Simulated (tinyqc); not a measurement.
Heterojunction of two tight-binding chains: sweeps and comparisons. A value that a table varies takes the place of the one given here.

Left chain: hopping -t1, sites at 2 t1 (band bottom 0). Right chain: hopping -t2, sites at dE + 2 t2 (bottom dE). t = c/(m a^2), c = hbar^2/2m0. The bond across the interface is -tc with tc = f sqrt(t1 t2), and the last left site has the extra energy U. In a chain E = bottom + 2t (1 - cos(ka)); the surface Green function of a half chain is g = -exp(ika)/t, with Im k > 0 where cos(ka) > 1.

Constants: hbar^2/2m0 = 3.80998211 eV angstrom^2.

Parameters, chosen for this exercise (masses and offset of the size met at InGaAs / InP; shifted at random, so the results belong to these values and not to a real crystal): a = 4 angstrom (site spacing); m1 = 0.043 m0 (mass on the left); m2 = 0.082 m0 (mass on the right); dE = 0.23 eV (band offset); f = 1 (factor on the interface hopping); U = -0.45 eV (extra energy on the last left site); E = 0.243 eV (electron energy).

## Transmission against energy, and which matching rule a chain obeys

Chain A is the junction as given; chain B has tc = sqrt(t1 t2) and U = 0; chain C has tc = t2 and U = t2 - t1, the finite-difference form of -d/dx (c/m) d/dx. Continuum formulas T = 4 x y/(x + y)^2 with parabolic k: x, y = k/m on each side (BenDaniel-Duke) or x, y = k (slope continuous).

T:

| E - dE (eV) | E (eV) | chain A | chain B | chain C | k/m matched | k matched |
|---|---|---|---|---|---|---|
| 0.002 | 0.232 | 0.3381 | 0.4013 | 0.2350 | 0.2361 | 0.4029 |
| 0.005 | 0.235 | 0.4787 | 0.5563 | 0.3442 | 0.3456 | 0.5582 |
| 0.010 | 0.240 | 0.6009 | 0.6842 | 0.4470 | 0.4488 | 0.6862 |
| 0.020 | 0.250 | 0.7252 | 0.8062 | 0.5625 | 0.5644 | 0.8079 |
| 0.050 | 0.280 | 0.8657 | 0.9298 | 0.7156 | 0.7176 | 0.9308 |
| 0.100 | 0.330 | 0.9366 | 0.9810 | 0.8132 | 0.8151 | 0.9814 |
| 0.200 | 0.430 | 0.9743 | 0.9991 | 0.8833 | 0.8852 | 0.9991 |
| 0.400 | 0.630 | 0.9881 | 0.9976 | 0.9258 | 0.9281 | 0.9977 |

What can be read from the table?

Chain C follows the k/m rule within 0.0022 and chain B the plain k rule within 0.0019, while the two rules differ by up to 0.2435: in B the self-energy of the right side is -t1 exp(i k2 a), so only k2 enters, and in C it is -t2 exp(i k2 a), which carries 1/m2. Chain A, with f = 1 and U = -0.45 eV, has an interface term of its own and lies up to 0.0833 from B and 0.1627 from C.

## When the interface binds a state

A state below both bands solves E - 2 t1 - U - S1(E) - S2(E) = 0 for E < 0, with S1 = -t1 z1, S2 = -(tc^2/t2) z2 and |z| < 1 the decaying root of z + 1/z = 2 - (E - bottom)/t. Decay lengths -a/ln|z|. The threshold is the U that solves the equation at E = 0. A dash: no bound state.

Interface state:

| U (eV) | E (eV) | decay left (angstrom) | decay right (angstrom) |
|---|---|---|---|
| -0.41 | - | - | - |
| -0.81 | - | - | - |
| -1.22 | - | - | - |
| -1.49 | -0.0029 | 174.9 | 14.2 |
| -1.76 | -0.0212 | 64.7 | 13.6 |
| -2.17 | -0.0693 | 35.8 | 12.5 |
| -2.71 | -0.1589 | 23.6 | 11.0 |
| -4.06 | -0.4884 | 13.5 | 8.1 |

threshold U = -1.3545 eV

How do the results move?

The step pushes the state out, so an attraction must exceed 1.3545 eV to bind; 5 of the 8 rows are bound. At U = -4.06 eV the state decays over 13.5 angstrom to the left and 8.1 to the right, where the band lies higher.

## What each parameter does

T = 4 Im(S1) Im(S2) |G|^2 with G = 1/(E - 2 t1 - U - S1 - S2), S1 = -t1 exp(i k1 a), S2 = -(tc^2/t2) exp(i k2 a). Each row changes one parameter from the base and keeps the others.

Results:

| case | T | k1 a | k2 a |
|---|---|---|---|
| base | 0.6485 | 0.2099 | 0.0669 |
| m1 = 0.0516 m0 | 0.5995 | 0.2300 | 0.0669 |
| m2 = 0.0984 m0 | 0.6828 | 0.2099 | 0.0733 |
| dE = 0.18 eV | 0.9087 | 0.2099 | 0.1474 |
| f = 0.9 | 0.5881 | 0.2099 | 0.0669 |
| U = -0.25 eV | 0.6971 | 0.2099 | 0.0669 |
| a = 3.2 angstrom | 0.6770 | 0.1678 | 0.0535 |

What can be read from the table?

The largest shifts from the base row, up to three for each result and ties (the steps differ in size, so this ranks the rows, not the parameters). T: dE +0.2602, f -0.0604, m1 -0.0490. k1 a: a -0.0421, m1 +0.0201; unchanged at the printed digits by m2, dE, f and U. k2 a: dE +0.0805, a -0.0134, m2 +0.0064; unchanged at the printed digits by m1, f and U.

Computed by tinyqc, a small Python program: `OMP_NUM_THREADS=1 python tinyqc.py 1481458 1481459 out.jsonl` (the numbers bound the seed that draws the inputs); one thread of a shared host (Intel(R) Xeon(R) Processor @ 2.30GHz), about 0.01 s for the whole set of steps.
